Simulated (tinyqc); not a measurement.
A particle near a wafer in liquid: double-layer and van der Waals forces (DLVO), deposition barrier and removal: one step, computed by the program tinyqc.

Sphere and flat wall, Derjaguin approximation, constant potentials in the linear-superposition form, no retardation and no hydration force.

Question. Energy and force at one gap. U(h) = Z R exp(-kappa h) - A R/(6 h); F(h) = -dU/dh = kappa Z R exp(-kappa h) - A R/(6 h^2), positive for repulsion.

Inputs (values chosen for the exercise, of the order of those for silicon nitride on silicon in water):
```
quantity              value  unit
particle radius R        18    nm
Hamaker constant A  2.8e-20     J
temperature T           298     K
gap h                   1.5    nm
```

Z = -19.86598 pN

kappa = 0.2791804 1/nm

Constants: k_B = 1.380649e-23 J/K.

Give: double-layer energy; van der Waals energy; U(h); F(h).

Answer.

double-layer energy = -57.18 k_B T

van der Waals energy = -13.61 k_B T

U(h) = -70.79 k_B T

F(h) = -103.0 pN

Caution: for kappa h below 1 linear superposition is only rough, and charge regulation matters.
